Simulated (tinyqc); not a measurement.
# Worked calculation: input admittance of a MOSFET at zero drain bias: distributed channel and distributed gate

Program tinyqc, `OMP_NUM_THREADS=1 python tinyqc.py 2262160 2262161 out.jsonl`; Intel Xeon 2.30GHz, shared host, one thread, about 0.01 s. Printed values are rounded.

Source and drain grounded, strong inversion, w = 2 pi f, Cox = eps0 eox/tox. The channel is an RC line of resistance 1/(mu Cox Vo) per square fed from both ends, so one finger has the intrinsic admittance y = i w Cox L tanh(g)/g per width, g = (1/2) sqrt(i w tau), tau = L^2/(mu Vo). The vertical resistance rv/L is in series with y, the overlaps 2 i w Cov in parallel: y_t = 1/(1/y + rv/L) + 2 i w Cov. The gate strip is a line of Rsh/L per length loaded by y_t, so a finger has Y = y_t Wf tanh(k)/k, k = (Wf/sd) sqrt(y_t Rsh/L); the device has Nf Y.

Parameters, values chosen for the exercise; values of the order met in silicon radio-frequency transistors:

| symbol | value | unit | meaning |
|---|---|---|---|
| eox | 21.9 |  | relative permittivity of the gate insulator (close to hafnium oxide) |
| tox | 12 | nm | insulator thickness |
| L | 0.24 | um | channel length |
| Wf | 1.6 | um | finger width |
| Nf | 32 |  | number of fingers |
| mu | 110 | cm^2/(V s) | channel mobility |
| Vo | 0.54 | V | gate overdrive |
| Rsh | 17 | ohm/square | sheet resistance of the gate |
| rv | 12 | ohm um^2 | vertical resistivity of the gate stack |
| sd | 1 |  | number of ends at which a finger is contacted |
| Cov | 0.23 | fF/um | overlap and fringe capacitance on each side |
| f | 20 | GHz | frequency |

Constants: eps0 = 8.8541878128e-14 F/cm where lengths are in cm. Results are converted to the units shown.

## Low-frequency resistances and capacitance

Low-frequency limits, with c = Cox L and ct = c + 2 Cov: R_strip = Rsh Wf/(3 sd^2 L Nf), R_ch = (c/ct)^2 L/(12 mu Cox Vo Wf Nf), R_vert = (c/ct)^2 rv/(L Wf Nf), C = ct Wf Nf.

parts (ohm): strip 1.18056, channel 3.25238, vertical 0.780440
sum = 5.21338 ohm
C = 222.112 fF
1/(2 pi R C) = 137.445 GHz

The channel term is the largest, 62.4 % of the sum.

## Admittance of the channel and stack per width

tau, g, c = Cox L, y and y_t as defined.

tau = 9.69697 ps
g = 0.390281+0.390281i
c = 3.87813 fF/um
y = 48.755+481.401i uS/um
y_t = 60.133+536.592i uS/um

w tau = 1.22, and Im y is 0.988 of w c.

## Input impedance of the device

k and Y as defined; Z = 1/(Nf Y) = R + 1/(i w C); Q = |Im Z|/R; signal at the point farthest from a contact |1/cosh k|.

k = 0.233254+0.208575i
Nf Y = 3.9459+27.2410i mS
R = 5.20806 ohm
C = 221.326 fF
Q = 6.90371
signal at the far point = 0.993796

R is 0.10 % below its low-frequency limit and C is 0.35 % below its own.
